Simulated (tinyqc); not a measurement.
Transmission against energy, and which matching rule a chain obeys: heterojunction of two tight-binding chains.

Left chain: hopping -t1, sites at 2 t1 (band bottom 0). Right chain: hopping -t2, sites at dE + 2 t2 (bottom dE). t = c/(m a^2), c = hbar^2/2m0. The bond across the interface is -tc with tc = f sqrt(t1 t2), and the last left site has the extra energy U. In a chain E = bottom + 2t (1 - cos(ka)); the surface Green function of a half chain is g = -exp(ika)/t, with Im k > 0 where cos(ka) > 1.

Constants: hbar^2/2m0 = 3.80998211 eV angstrom^2.

Values chosen for the exercise (masses and offset of the size met at Si / SiGe; not measured data): a = 4 angstrom (site spacing); m1 = 0.198 m0 (mass on the left); m2 = 0.196 m0 (mass on the right); dE = 0.15 eV (band offset); f = 1 (factor on the interface hopping); U = -1.36 eV (extra energy on the last left site).

Chain A is the junction as given; chain B has tc = sqrt(t1 t2) and U = 0; chain C has tc = t2 and U = t2 - t1, the finite-difference form of -d/dx (c/m) d/dx. Continuum formulas T = 4 x y/(x + y)^2 with parabolic k: x, y = k/m on each side (BenDaniel-Duke) or x, y = k (slope continuous).

T:
```
E - dE (eV)  E (eV)  chain A  chain B  chain C  k/m matched  k matched
0.002         0.152   0.0360   0.3632   0.3661       0.3707     0.3678
0.010         0.160   0.0800   0.6320   0.6359       0.6419     0.6381
0.020         0.170   0.1132   0.7528   0.7566       0.7626     0.7588
0.050         0.200   0.1805   0.8826   0.8856       0.8904     0.8874
0.100         0.250   0.2580   0.9447   0.9469       0.9504     0.9482
0.200         0.350   0.3643   0.9776   0.9791       0.9814     0.9800
0.400         0.550   0.4937   0.9918   0.9926       0.9941     0.9933
```

Give the missing row, E - dE (eV) = 0.005, E (eV) = 0.155.

Computed row:
```
E - dE (eV)  E (eV)  chain A  chain B  chain C  k/m matched  k matched
0.005         0.155   0.0567   0.5088   0.5124       0.5181     0.5145
```

Chain C follows the k/m rule within 0.0061 and chain B the plain k rule within 0.0061, while the two rules differ by up to 0.0039: in B the self-energy of the right side is -t1 exp(i k2 a), so only k2 enters, and in C it is -t2 exp(i k2 a), which carries 1/m2. Chain A, with f = 1 and U = -1.36 eV, has an interface term of its own and lies up to 0.7021 from B and 0.7051 from C.

Computed by tinyqc, a small Python program: `OMP_NUM_THREADS=1 python tinyqc.py 1451386 1451387 out.jsonl` (the numbers bound the seed that draws the inputs); one thread of a shared host (Intel(R) Xeon(R) Processor @ 2.30GHz), about 0.01 s for the whole set of steps.
